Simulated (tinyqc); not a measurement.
Ellipsoidal valleys in the axes of a wafer and a channel: sweeps and comparisons. A value that a table varies takes the place of the one given here.

Valleys with axes a along [111], [1-1-1], [-11-1] and [-1-11], one whole valley each; inverse mass tensor w = 1/mt + (1/ml - 1/mt) a a. Device axes: z = nz/|nz|, x = nx/|nx|, y = z cross x; in them a = (ax, ay, az). Confinement mass mz = 1/w_zz. In the plane w_ij is replaced by u_ij = w_ij - w_iz w_jz/w_zz (i, j = x, y); density-of-states mass md = 1/sqrt(det u); conductivity mass along x mc = 1/u_xx; ballistic transport mass mx = u_yy/det u, width mass my = 1/u_yy.

Hard walls: E_n = c (n pi/t)^2/mz, c = hbar^2/2m0, n = 1, 2, 3. Non-degenerate share of a valley proportional to md sum_n exp(-E_n/kT); mean 1/mc = sum of share/mc. 1 nm = 10 angstrom.

Constants: hbar^2/2m0 = 3.80998211 eV angstrom^2; kB = 8.617333262e-05 eV/K.

Inputs chosen for the exercise (near those of the L valleys of Ge; shifted at random, so the results belong to these values and not to a real crystal): ml = 1.6 m0 (longitudinal mass); mt = 0.085 m0 (transverse mass); t = 2.6 nm (thickness of the film); T = 77 K (temperature); nz = (1, 1, 1) (surface normal (confinement)); nx = (1, -1, 0) (channel direction).

## Wafer and channel orientation

For each face/channel: the lowest ladder (mz, number of valleys, md, E1, share) and the mean conductivity mass over all valleys.

Results:
```
face/channel     mz  valleys     md  E1 (meV)  share  mean mc
(110)/[1-11]  0.231        2  0.224     241.3  1.000   0.1189
(001)/[110]   0.124        4  0.305     447.9  1.000   0.1578
(100)/[011]   0.124        4  0.305     447.9  1.000   0.1578
(210)/[001]   0.197        2  0.242     282.6  1.000   0.3158
(113)/[1-10]  0.301        1  0.196     185.0  1.000   0.0850
(001)/[100]   0.124        4  0.305     447.9  1.000   0.1578
(110)/[001]   0.231        2  0.224     241.3  1.000   0.5900
```

What can be read from the table?

The mean conductivity mass is lowest, 0.0850, for (113)/[1-10] and highest, 0.5900, for (110)/[001]; the bulk value is 0.1242. The confinement energy is lowest on the face with the heaviest mz ((113), 185 meV). The density of states of the lowest ladder, valleys times md, runs between 0.196 and 1.220; a small value limits the charge through the quantum capacitance. Rows with E1 above about 150 meV are beyond the parabolic range, and other valley families may lie lower.

## Thickness of the film

Share of the lowest ladder and mean conductivity mass.

Results:
```
t (nm)  lowest E1 (meV)  spread of E1 (meV)  share of the lowest ladder  mean mc
2.0                58.8               930.9                       1.000   0.0850
3.0                26.1               413.7                       1.000   0.0850
4.0                14.7               232.7                       1.000   0.0850
5.0                 9.4               148.9                       1.000   0.0850
7.0                 4.8                76.0                       1.000   0.0850
10.0                2.4                37.2                       0.969   0.0863
14.0                1.2                19.0                       0.721   0.0978
```

How do the results move?

The spread falls as 1/t^2 and stays above kT = 6.6 meV; the share of the lowest ladder goes from 1.000 to 0.721 and the mean mass goes from 0.0850 to 0.0978, against 0.1313 for equal shares, the limit of a thick film (the bulk value 3/(1/ml + 2/mt) is 0.1242; the two differ since axes are tilted in the x-z plane and in a quantised film no valley carries current across it; once scattering blurs the subbands the bulk value returns). Three subbands a valley become too few once E3 nears kT.

## What each parameter does

Lowest E1, its share and the mean conductivity mass. Each row changes one parameter from the base and keeps the others.

Results:
```
case           lowest E1 (meV)   share  mean mc (m0)
base                     34.77  1.0000        0.0850
ml = 1.76 m0             31.61  1.0000        0.0850
mt = 0.077 m0            34.77  1.0000        0.0770
t = 2.34 nm              42.92  1.0000        0.0850
T = 84.7 K               34.77  1.0000        0.0850
```

What does this show?

The largest shifts from the base row, up to three for each result and ties (the steps differ in size, so this ranks the rows, not the parameters). lowest E1 (meV): t +8.16, ml -3.16; unchanged at the printed digits by mt and T. share: unchanged at the printed digits by ml, mt, t and T. mean mc (m0): mt -0.0080; unchanged at the printed digits by ml, t and T.

tinyqc: `OMP_NUM_THREADS=1 python tinyqc.py 1880791 1880792 out.jsonl`; about 0.01 s, one thread, shared Intel(R) Xeon(R) Processor @ 2.30GHz.
